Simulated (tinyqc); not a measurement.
Worked calculation: empirical pseudopotential in a few plane waves. One step of it, computed by the program tinyqc.

Task: Bloch Hamiltonian at k. Basis: the 15 shortest G (labels in 2 pi/a), the same at every k. H(G,G') = c |k + G|^2 delta + VS(|G-G'|^2) cos((G-G').tau) + i VA sin((G-G').tau), tau = a/8 (1,1,1); 1 Ry = 13.605693 eV.

Parameters chosen for this model: fcc lattice, atoms at +/- a/8 (1,1,1); form factors in rydberg at |G|^2 in units of (2 pi/a)^2:
```
parameter,value,unit
a,6.250000,angstrom
VS(3),-0.232000,Ry
VS(8),0.022000,Ry
VS(11),0.064000,Ry
VA(3),0.091000,Ry
VA(4),0.040000,Ry
VA(11),0.025000,Ry
hbar^2/2m (2 pi/a)^2,3.850549,eV
```

k point k (2 pi / a): 0.480000  -0.260000  0.120000

Give: H(k) at k.

Result:

H(k) at k (eV), lower triangle (Hermitian):
```
,+0+0+0,-1-1-1,-1-1+1,-1+1-1,-1+1+1,+1-1-1,+1-1+1,+1+1-1,+1+1+1,-2+0+0,+0-2+0,+0+0-2,+0+0+2,+0+2+0,+2+0+0
+0+0+0,1.2029
-1-1-1,2.2320-0.8755i,10.1362
-1-1+1,-2.2320-0.8755i,0.0000+0.5442i,11.9844
-1+1-1,-2.2320-0.8755i,0.0000+0.5442i,0.2993,6.1316
-1+1+1,-2.2320+0.8755i,-0.2993,0.0000+0.5442i,0.0000+0.5442i,7.9799
+1-1-1,-2.2320-0.8755i,0.0000+0.5442i,0.2993,0.2993,0.0000,17.5292
+1-1+1,-2.2320+0.8755i,-0.2993,0.0000+0.5442i,0.0000,0.2993,0.0000+0.5442i,19.3775
+1+1-1,-2.2320+0.8755i,-0.2993,0.0000,0.0000+0.5442i,0.2993,0.0000+0.5442i,0.2993,13.5247
+1+1+1,2.2320+0.8755i,0.0000,-0.2993,-0.2993,0.0000+0.5442i,-0.2993,0.0000+0.5442i,0.0000+0.5442i,15.3729
-2+0+0,0.0000-0.5442i,-2.2320+0.8755i,-2.2320-0.8755i,-2.2320-0.8755i,2.2320-0.8755i,0.6157-0.2405i,-0.6157-0.2405i,-0.6157-0.2405i,-0.6157+0.2405i,9.2121
+0-2+0,0.0000-0.5442i,-2.2320+0.8755i,-2.2320-0.8755i,0.6157-0.2405i,-0.6157-0.2405i,-2.2320-0.8755i,2.2320-0.8755i,-0.6157-0.2405i,-0.6157+0.2405i,0.2993,20.6097
+0+0-2,0.0000-0.5442i,-2.2320+0.8755i,0.6157-0.2405i,-2.2320-0.8755i,-0.6157-0.2405i,-2.2320-0.8755i,-0.6157-0.2405i,2.2320-0.8755i,-0.6157+0.2405i,0.2993,0.2993,14.7568
+0+0+2,0.0000+0.5442i,-0.6157-0.2405i,2.2320+0.8755i,-0.6157+0.2405i,-2.2320+0.8755i,-0.6157+0.2405i,-2.2320+0.8755i,0.6157+0.2405i,-2.2320-0.8755i,-0.2993,-0.2993,0.0000,18.4534
+0+2+0,0.0000+0.5442i,-0.6157-0.2405i,-0.6157+0.2405i,2.2320+0.8755i,-2.2320+0.8755i,-0.6157+0.2405i,0.6157+0.2405i,-2.2320+0.8755i,-2.2320-0.8755i,-0.2993,0.0000,-0.2993,0.2993,12.6005
+2+0+0,0.0000+0.5442i,-0.6157-0.2405i,-0.6157+0.2405i,-0.6157+0.2405i,0.6157+0.2405i,2.2320+0.8755i,-2.2320+0.8755i,-2.2320+0.8755i,-2.2320-0.8755i,0.0000,-0.2993,-0.2993,0.2993,0.2993,23.9982
```
